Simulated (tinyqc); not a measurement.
Worked calculation: lattice vibrations of a chain. One step of it, computed by the program tinyqc.

Task: Frequencies. omega^2 are the eigenvalues; wavenumber = 521.4708 sqrt(eigenvalue) 1/cm.

D(q) (eV/(angstrom^2 u)):
```
[[0.532143, -0.597907+0.033931i],
 [-0.597907-0.033931i, 0.699531]]
```

Give: eigenvalues; wavenumbers; weights |e|^2 of the mass-weighted modes.

Result:

eigenvalues: [0.011, 1.221]

wavenumbers (1/cm): [55.1, 576.1]

weights |e|^2 of the mass-weighted modes, order atom 1, atom 2:
```
[[0.569, 0.431],
 [0.431, 0.569]]
```
